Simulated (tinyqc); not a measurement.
Hubbard ring of 4 sites, step by step. One step of it, computed by the program tinyqc.

Question. Mean-field iteration 1. H(up) = T + U n(down), H(down) = T + U n(up); fill the lowest levels; n(new) = n + mixing (n(out) - n); E = tr T (rho up + rho down) + U sum n_up n_down of the output.

one-body matrix (hopping and site energies) (eV):
```
           1          2          3          4
1   0.530000  -1.630000   0.000000  -1.630000
2  -1.630000   0.070000  -1.630000   0.000000
3   0.000000  -1.630000  -0.380000  -1.630000
4  -1.630000   0.000000  -1.630000   0.370000
```

U = 9.400000 eV

electrons, up and down: 3  2

mixing = 0.500000

n(up) at the start (a guess, not normalised): 1 1.000000, 2 0.300000, 3 1.000000, 4 0.300000

n(down) at the start (a guess): 1 0.050000, 2 0.950000, 3 0.050000, 4 0.950000

Give: levels, up; levels, down; energy; n(up) after iteration 1; n(down) after iteration 1.

Answer.

levels, up (eV): -0.700  0.692  9.132  10.266

levels, down (eV): 1.659  3.053  9.360  10.957

energy = 7.405 eV

n(up) after iteration 1: 1 0.973, 2 0.484, 3 0.977, 4 0.366

n(down) after iteration 1: 1 0.058, 2 0.939, 3 0.067, 4 0.936
